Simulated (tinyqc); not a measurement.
Schottky emission and Poole-Frenkel conduction in an insulator, and how to tell them apart: one step of the calculation.

Schottky emission (electrode-limited): J = As T^2 exp[-(pb - b sqrt(F))/Vt], b = sqrt(q/(4 pi eps0 ei)). Poole-Frenkel emission (bulk-limited): J = s0 F exp[-(pt - 2 b sqrt(F))/Vt]. F in V/cm.

Task. Both currents at one field. Lowerings b sqrt(F) and 2 b sqrt(F); the image-force maximum lies at sqrt(q/(16 pi eps0 ei F)) from the electrode.

Inputs (values chosen for the exercise); dielectric values close to those of silicon nitride: temperature T = 325 K; high-frequency relative permittivity ei = 4.1; trap depth pt = 1.08 eV; Poole-Frenkel prefactor s0 = 0.39 S/cm; electrode barrier pb = 1.14 eV; Richardson constant As = 21 A/(cm^2 K^2); field F = 1.9 MV/cm.

Constants: q = 1.602176634e-19 C, kB = 1.380649e-23 J/K, Vt = kB T/q, eps0 = 8.8541878128e-14 F/cm where lengths are in cm. Results are converted to the units shown.

Find: Schottky lowering; position of the barrier top; Poole-Frenkel lowering; J, Schottky; J, Poole-Frenkel.

Result.

Schottky lowering = 258.3 meV
position of the barrier top = 0.6798 nm
Poole-Frenkel lowering = 516.6 meV
J, Schottky = 4.718e-8 A/cm^2
J, Poole-Frenkel = 0.001361 A/cm^2

Injection and bulk transport act in series, so the smaller capacity limits the current: here the electrode, by a factor of 28800.

Range of the model: At the field F a Fowler-Nordheim estimate for tunnelling through pb (mass 0.4 m0) gives 1.2e-5 A/cm^2, more than Schottky emission.

tinyqc, about 0.01 s, one thread, Intel Xeon 2.30GHz (shared host): `OMP_NUM_THREADS=1 python tinyqc.py 2370120 2370121 out.jsonl`
